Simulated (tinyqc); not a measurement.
From results back to parameters: metal-induced gap states at the contact of a metal chain and a two-band chain. Three cases, with inputs chosen for the exercise.

Problem. With gap states the barrier for electrons is phi = S (W - chi - p) + p, W being the work function of the metal, S the pinning factor and p the depth of the neutrality level below the conduction edge. The barriers for two metals come from hidden S and p, those of the chain and not of a measured contact.

Case 1.

Values chosen (out of a larger set: gap and optical dielectric constant near those of GaN; the chain itself is a model; not measured data): W1 = 4.48 eV (work function of metal 1); W2 = 5.52 eV (of metal 2); chi = 4.05 eV (electron affinity).

barriers (eV): metal 1 1.02444, metal 2 1.66300

Case 2.

Values chosen (out of a larger set: gap and optical dielectric constant near those of Ge; the chain itself is a model; not measured data): W1 = 4.24 eV (work function of metal 1); W2 = 5.03 eV (of metal 2); chi = 4.01 eV (electron affinity).

barriers (eV): metal 1 0.34732, metal 2 0.47530

Case 3.

Values chosen (out of a larger set: gap and optical dielectric constant near those of SiO2; the chain itself is a model; not measured data): W1 = 4.32 eV (work function of metal 1); W2 = 5.6 eV (of metal 2); chi = 0.88 eV (electron affinity).

barriers (eV): metal 1 3.84470, metal 2 4.85206

Find: S, p (eV).

Solution. The slope of the barrier against W is S; then p = (phi1 - S (W1 - chi))/(1 - S).

Case 1.

S, p (eV): 0.614  1.970

Case 2.

S, p (eV): 0.162  0.370

Case 3.

S, p (eV): 0.787  5.340

Computed by tinyqc, one run a case: `OMP_NUM_THREADS=1 python tinyqc.py N N+1 out.jsonl` with N = 1482786, 1482787, 1482790; one thread of a shared Intel(R) Xeon(R) Processor @ 2.30GHz, about 0.01 s a run at most.
